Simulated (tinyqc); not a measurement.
Resistance of a source-drain extension with a graded tip: two steps of the calculation.

y runs along the channel, the gate covers y > 0. The doping is N0 for y < y0 and N0 10^(-(y - y0)/la) beyond, uniform over the depth xj. Sheet conductance s(y) = q mu(N) max(N - Nch, 0) xj + (for y > 0) ma Cox Vo, with mu(N) = u0 + (u1 - u0)/(1 + (N/Nr)^au) and Cox = eps0 eox/tox. Current is taken as one-dimensional; depletion of the tip, spreading and the contact are left out. The metallurgical junction lies at yj, where N = Nch.

Inputs (values chosen for the exercise); mobility law close to that of electrons in silicon: relative permittivity of the gate insulator (close to silicon dioxide) eox = 3.9; insulator thickness tox = 2.2 nm; active doping of the extension far from the gate N0 = 1.1e20 cm^-3; lateral abruptness la = 3.7 nm/decade; position under the gate where the fall begins (gate edge at 0) y0 = 3.8 nm; depth of the extension xj = 15 nm; channel doping Nch = 3.3e17 cm^-3; gate overdrive Vo = 0.31 V; mobility of the gate-induced layer ma = 210 cm^2/(V s); mobility at low doping u1 = 1414 cm^2/(V s); mobility at high doping u0 = 68.5 cm^2/(V s); reference doping Nr = 9.2e16 cm^-3; exponent au = 0.711; gate length Lg = 50 nm.

Constants: q = 1.602176634e-19 C, eps0 = 8.8541878128e-14 F/cm where lengths are in cm. Results are converted to the units shown.

Question 1. Sheet resistances and junction position. yj = y0 + la log10(N0/Nch); sheet resistance of the full extension 1/[q mu(N0)(N0 - Nch) xj] and of the gate-induced layer 1/(ma Cox Vo); metallurgical length Lg - 2 yj; ye is where the doped and the gate-induced conductances are equal.

Find: yj; sheet resistance of the extension; sheet resistance of the induced layer; metallurgical length; ye; N at ye.

Answer 1.

yj = 13.135 nm
sheet resistance of the extension = 491.67 ohm/square
sheet resistance of the induced layer = 9786.5 ohm/square
metallurgical length = 23.731 nm
ye = 9.7661 nm
N at ye = 2.6849e18 cm^-3

The gate takes over 3.37 nm before the junction, where N is still 8.14 times the channel doping.

Question 2. Resistance of the overlapped part. Midpoint rule on 8 equal steps from 0 to yj: R_ov = sum h/s(y), per width.

Find: y; N; doped conductance; sheet resistance; R_ov.

Answer 2.

```
point	y (nm)	N (cm^-3)	doped conductance (uS)	sheet resistance (ohm/square)
0	0.8209	1.100e20	2034	468.2
1	2.463	1.100e20	2034	468.2
2	4.105	9.101e19	1709	552.2
3	5.746	3.276e19	692.3	1259
4	7.388	1.179e19	302.7	2470
5	9.030	4.245e18	142.4	4089
6	10.67	1.528e18	65.99	5946
7	12.31	5.500e17	19.20	8238
```

R_ov = 38.57 ohm um

Numbers from tinyqc (`OMP_NUM_THREADS=1 python tinyqc.py 2282084 2282085 out.jsonl`; about 0.03 s on one thread of a shared Intel Xeon 2.30GHz).
